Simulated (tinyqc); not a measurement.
Full result against the linear law: strain, valley repopulation and piezoresistance in a many-valley conduction band. Computed by tinyqc, a small Python program. Command: `OMP_NUM_THREADS=1 python tinyqc.py 3010984 3010985 out.jsonl valleys walk`. One thread of a shared host (Intel(R) Xeon(R) Processor @ 2.30GHz), about 0.03 s of CPU time with the checks.

Valleys are ellipsoids with mass m_l along the axis a and m_t across it, parabolic, with one constant relaxation time; strain shifts the valleys and leaves the masses alone. Currents are taken along [111], along the load, and along [1-10], across the load.

Inputs (values chosen for the exercise, for a model crystal):
```
quantity,value,unit
longitudinal mass m_l,1.55,m_0
transverse mass m_t,0.106,m_0
shear deformation potential Xi_u,14,eV
dilation deformation potential Xi_d,-3.2,eV
C11,136,GPa
C12,51.9,GPa
C44,67,GPa
electron density n,3.6e+15,1/cm^3
relaxation time tau,87,fs
temperature T,200,K
```

Valley axes: <111> (4 valleys). Load: uniaxial [111].

Constants: k_B = 8.617333262e-05 eV/K; m_0 = 9.1093837015e-31 kg; k_B = 1.380649e-23 J/K; hbar = 1.054571817e-34 J s; e = 1.602176634e-19 C.

Method:
- Each of the 4 valleys holds n_v = N_v (2/sqrt(pi)) F_1/2((E_F - dE_v)/(k_B T)), N_v = 2 (m_d k_B T/(2 pi hbar^2))^(3/2), m_d = (m_l m_t^2)^(1/3); E_F solves sum n_v = n and is counted from the unstrained edge.
- F_j(eta) = int_0^infinity x^j/(1 + exp(x - eta)) dx, without a gamma-function factor. It is evaluated after integrating by parts.
- Integrals over x = E/(k_B T) use 160 Gauss-Legendre points in u = sqrt(x) from 0 to sqrt(max(eta, 0) + 32).
- With eta_0 the reduced Fermi level without strain, r = F_-1/2(eta_0)/(2 F_1/2(eta_0)) (1 for a classical gas) and c = r (Xi_u/k_B T) (m_l - m_t)/(2 m_l + m_t): pi44 = -c S44/3, pi11 = pi12 = 0.
- Compliances S11 = (C11 + C12)/((C11 - C12)(C11 + 2 C12)), S12 = -C12/((C11 - C12)(C11 + 2 C12)), S44 = 1/C44; stress sigma_ij = X n_i n_j for the unit vector n of the load; e_xx = S11 sigma_xx + S12 (sigma_yy + sigma_zz), e_xy = S44 sigma_xy/2 (tensor strain).
- Herring-Vogt shift of a valley with unit axis a: dE = Xi_d tr(e) + Xi_u a.e.a.
- Mobility tensor mu = e tau sum_v (n_v/n) [1/m_t + (1/m_l - 1/m_t) a a^T]; unstrained mu_0 = e tau (1/m_l + 2/m_t)/3; resistivity along d from the inverse tensor, rho_d = d.mu^-1.d/(n e), mobility along d = 1/(d.mu^-1.d); gauge pi_d = (rho_d/rho_0 - 1)/X.
- Linear theory: pi_l = (pi11 + 2 pi12 + 2 pi44)/3, pi_t = (pi11 + 2 pi12 - pi44)/3.

pi11 = 0 1e-11/Pa

pi12 = 0 1e-11/Pa

pi44 = -181.994 1e-11/Pa

Resistance changes (%); at 2000 MPa the strain is near or above 1 %, where band warping, left out here, matters:
```
X (MPa),splitting (meV),largest share,first direction,linear,second direction,linear
-2000,185.74,0.99994,907.41,242.66,-31.052,-121.33
-1000,92.87,0.98647,766.25,121.33,-30.665,-60.66
-400,37.15,0.74199,144.45,48.53,-22.807,-24.27
-150,13.93,0.42788,27.17,18.20,-9.651,-9.10
-50,4.64,0.30381,6.91,6.07,-3.130,-3.03
50,4.64,0.26569,-5.35,-6.07,2.908,3.03
150,13.93,0.29022,-12.66,-18.20,7.812,9.10
400,37.15,0.32094,-20.36,-48.53,14.653,24.27
1000,92.87,0.33283,-22.98,-121.33,17.539,60.66
2000,185.74,0.33333,-23.09,-242.66,17.665,121.33
```

Along the first direction the linear law misses by more than 10 % at every stress listed, since the splitting is not small against k_B T.

Extremes, crossings and ranges named in words are read from the listed rows.
